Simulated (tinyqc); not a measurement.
Inside a calculation. Model: bias-temperature instability, empirical power law with universal recovery.

Program tinyqc, `OMP_NUM_THREADS=1 python tinyqc.py 2070023 2070024 out.jsonl`; Intel Xeon 2.30GHz, shared host, one thread, about 0.01 s. Printed values are rounded.

Threshold-voltage shift at the end of a stress: dV = A (V/V0)^g exp[-(Ea q/kB)(1/T - 1/T0)] (t/1 s)^n. After a delay tr the permanent share pp stays and the rest falls by r = 1/(1 + B (tr/t)^be). An empirical model: its parameters are fits, not properties.

Inputs (values chosen for the exercise):
- V0 = 1.5 V (reference stress voltage)
- T0 = 373 K (reference temperature)
- A = 4.9 mV (shift after 1 s at V0 and T0)
- n = 0.21 (time exponent)
- g = 3.6 (voltage exponent)
- Ea = 0.18 eV (apparent activation energy of the shift)
- pp = 0.44 (permanent share)
- B = 1.1 (recovery scale)
- be = 0.17 (recovery dispersion)
- V = 0.72 V (use voltage)
- T = 378 K (use temperature)
- dc = 70 mV (failure criterion)
- tr = 1e-5 s (delay before the measurement)

Constants: q = 1.602176634e-19 C, kB = 1.380649e-23 J/K. Results are converted to the units shown.

## Shift and lifetime at use conditions

The lifetime solves dV = dc; ten years are 3.15576e8 s.

voltage factor = 0.0711981
temperature factor = 1.07689
shift after ten years = 22.8900 mV
lifetime = 2050 years
largest voltage for ten years = 0.982155 V

The device passes: the shift at ten years is below dc. A lifetime beyond 100 years is a far extrapolation of the power law. In time the voltage exponent is g/n = 17.1 and the activation energy Ea/n = 0.857 eV.

## What a delayed measurement sees

t, point 0 to 2 (s): [1, 10, 100]

At V0 and T0, measured shift = dV [pp + (1 - pp) r]; the apparent exponent is the slope of ln(shift) against ln t between the first and last point.

| point | dV (mV) | share left | measured (mV) |
|---|---|---|---|
| 0 | 4.9 | 0.924689 | 4.53098 |
| 1 | 7.94687 | 0.946765 | 7.52382 |
| 2 | 12.8883 | 0.962865 | 12.4097 |

apparent n = 0.218785

The delay hides 3.71 % of the last shift and raises the exponent from 0.21 to 0.219, since short stresses recover by a larger share.
